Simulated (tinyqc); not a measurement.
# Tersoff bond-order potential, step by step

A worked calculation. Computed by tinyqc, a small Python program that keeps every step. Command: `OMP_NUM_THREADS=1 python tinyqc.py 3014321 3014322 out.jsonl tersoff walk`. One thread of a shared host (Intel(R) Xeon(R) Processor @ 2.30GHz), about 0.01 s of CPU time with the checks. Intermediate numbers are printed to about 5 digits and carried at full precision; extremes and crossings named in words are read from the listed rows.

E = (1/2) sum_(i, j != i) [A exp(-lambda r_ij) - b_ij B exp(-mu r_ij)], b_ij = (1 + (beta zeta_ij)^n)^(-1/(2n)), zeta_ij = sum_(k != i, j) g(theta_ijk), g = 1 + c^2/d^2 - c^2/(d^2 + (h - cos theta)^2), with theta at atom i. Only nearest neighbours count (cut-off function 1 for them, 0 beyond).

Inputs (values chosen for the exercise, modelled on carbon):

| quantity | value | unit |
|---|---|---|
| A | 1381.8 | eV |
| B | 341.37 | eV |
| lambda | 3.4879 | 1/angstrom |
| mu | 2.2119 | 1/angstrom |
| beta | 1.64e-07 | - |
| n | 0.7375 | - |
| c | 39170 | - |
| d | 4.316 | - |
| h | -0.5909 | - |
| bond length r_12 | 1.59 | angstrom |
| bond length r_13 | 1.57 | angstrom |
| angle theta at atom 1 | 174 | degrees |

Constants: 1 eV/angstrom^3 = 160.2176634 GPa.

## An open trimer

Atom 1 binds atoms 2 and 3, which do not interact. b_12 = b_13 follow from zeta = g(theta); b_21 = b_31 = 1. E = sum over the two bonds of A exp(-lambda r) - (b + 1)/2 B exp(-mu r).

g(theta) = 7.1408e+05

bond order b_12 = 0.88093

repulsive terms (eV): 5.3945  5.7843

attractive terms B exp(-mu r) (eV): 10.136  10.594

energy of the trimer = -8.3165 eV

g is least (g = 1) at cos theta = h, 126.2 degrees, wider than the tetrahedral 109.47.

## The diamond lattice

zeta = 3 g(cos theta = -1/3). With z equal bonds of order b, r = ln(lambda A/(mu b B))/(lambda - mu) and E per atom = -(z/2) b B exp(-mu r)(1 - mu/lambda). a0 = 4 r/sqrt3; B0 = phi''(r)/(3 a0) with phi'' = mu (lambda - mu) b B exp(-mu r), since b does not change under uniform scaling.

zeta = 8.7688e+05

bond order b = 0.86465

bond length = 1.5667 angstrom

energy per atom of the diamond lattice = -6.7519 eV

lattice constant a0 = 3.6180 angstrom

bulk modulus B0 = 384.45 GPa

## Elastic constants of the diamond lattice

Second derivatives of the energy per atom, volume V = a0^3/8: e_xx gives C11; e_xx = -e_yy gives 2 (C11 - C12); e_xy = e_yx = s/2 with a sublattice shift u_z gives C44 = (E_ss - E_su^2/E_uu)/V and Kleinman's parameter |E_su/E_uu|/(a0/4).

C11 = 948.55 GPa

C12 = 102.40 GPa

C44 = 582.71 GPa

Kleinman's parameter = 0.23297

## Unrelaxed vacancy

Each of the four neighbours loses one bond; its three other bonds now have zeta = 2 g, for the direction that starts at it. E_v = -E + 12 x (1/2)(b(3g) - b(2g)) B exp(-mu r), where -E is the pair-like cost.

b(2g) = 0.89518

unrelaxed vacancy energy E_v = 4.7967 eV

Stronger back bonds return 1.955 eV, so E_v is 71 % of the cohesive energy.

## Energy against coordination

Angles seen from one bond (cos theta: count): chain -1: 1; graphitic -1/2: 2; diamond -1/3: 3; square net 0: 2, -1: 1; simple cubic 0: 4, -1: 1; bcc 1/3: 3, -1/3: 3, -1: 1; fcc 1/2: 4, 0: 2, -1/2: 4, -1: 1.

Relaxed structures:

| structure | z | zeta | b | r (angstrom) | E per atom (eV) | E per bond (eV) |
|---|---|---|---|---|---|---|
| dimer | 1 | 0 | 1.0000 | 1.4527 | -2.5120 | -5.0239 |
| chain | 2 | 7.3343e+05 | 0.8789 | 1.5538 | -3.5303 | -3.5303 |
| graphitic | 3 | 7.3040e+04 | 0.9749 | 1.4726 | -7.0293 | -4.6862 |
| diamond | 4 | 8.7688e+05 | 0.8646 | 1.5667 | -6.7519 | -3.3759 |
| square net | 4 | 3.7643e+06 | 0.6977 | 1.7348 | -3.7556 | -1.8778 |
| simple cubic | 6 | 6.7953e+06 | 0.6080 | 1.8426 | -3.8681 | -1.2894 |
| bcc | 8 | 1.2444e+07 | 0.5110 | 1.9789 | -3.2061 | -0.8015 |
| fcc | 12 | 2.3695e+07 | 0.4103 | 2.1509 | -2.6401 | -0.4400 |

The lowest are graphitic, diamond and simple cubic, the first two 0.277 eV apart. The bond order falls from 1 to 0.410 and the bond weakens from -5.02 to -0.44 eV, as b^(lambda/(lambda - mu)) with exponent 2.73. With the same z = 4 the square net lies 3.00 eV above diamond, from its angles alone. Caution: in bcc and other dense structures second neighbours can fall inside the usual cut-off; they are left out here.

Checks made by the program: (C11 + 2 C12)/3 against B0 (relative difference 1e-09).
